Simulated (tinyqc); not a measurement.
## Material parameters from the melting point of the curve

Problem. In a hemispherical model of a phase-change cell the resistance is rho/(2 pi r0), and melting starts where I^2 rho b^2/(32 pi^2 ka r0^2) = Tm - T0. Find rho and ka.

Values chosen for this exercise: ambient temperature T0 = 300 K; melting point Tm = 892 K; radius of the heater contact r0 = 9 nm.

resistance = 0.76040695 kohm
melting current = 307.84600 uA
b = 1.6129076

Answer. The resistance gives rho, and the melting current then gives ka.

rho = 4.300 mohm cm
ka = 0.7000 W/(m K)

tinyqc, about 0.01 s, one thread, Intel Xeon 2.30GHz (shared host): `OMP_NUM_THREADS=1 python tinyqc.py 2490006 2490007 out.jsonl`
